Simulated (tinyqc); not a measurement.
Space-charge-limited current with shallow traps: one step of the calculation.

One carrier type, drift only, an injecting contact at x = 0 (zero field) and thickness L. The share th = y/(1 + y), y = (Nc/Nt) exp(-Et/kB T), of the injected charge is free: J = q mu n F, eps0 eps_r dF/dx = q (n - n0)/th.

Task. Limits and characteristic voltages. Ohmic J = q n0 mu V/L; Mott-Gurney J = (9/8) th eps0 eps_r mu V^2/L^3; they cross at Vx = 8 q n0 L^2/(9 th eps0 eps_r); traps fill at V_TFL = q Nt L^2/(2 eps0 eps_r).

Inputs (values chosen for the exercise):
```
symbol   value        unit                              meaning
T          250           K                          temperature
eps_r        4                            relative permittivity
mu       0.039  cm^2/(V s)                             mobility
L           75          nm                            thickness
Nc      1.2e19       cm^-3               band density of states
Nt      1.9e18       cm^-3                         trap density
Et        0.25          eV                           trap depth
n0      1.6e12       cm^-3  free carrier density in equilibrium
V            6           V                              voltage
```

Constants: q = 1.602176634e-19 C, kB = 1.380649e-23 J/K, Vt = kB T/q, eps0 = 8.8541878128e-14 F/cm where lengths are in cm. Results are converted to the units shown.

Find: th; ohmic J; Mott-Gurney J; Vx; V_TFL.

Result.

th = 5.763e-5
ohmic J = 0.007998 A/cm^2
Mott-Gurney J = 0.07641 A/cm^2
Vx = 0.6280 V
V_TFL = 24.17 V

Range of the model: Diffusion and a field-dependent mobility are left out. With injecting contacts the diffusion current, about 4 pi^2 Vt th eps0 eps_r mu V/L^3, equals the Mott-Gurney current at V = 35 kB T/q (0.9 V at 300 K), so the drift-only result needs V well above that.

Computed by the program tinyqc: `OMP_NUM_THREADS=1 python tinyqc.py 2370172 2370173 out.jsonl`, one thread of a shared Intel Xeon 2.30GHz, about 0.01 s for the whole run.
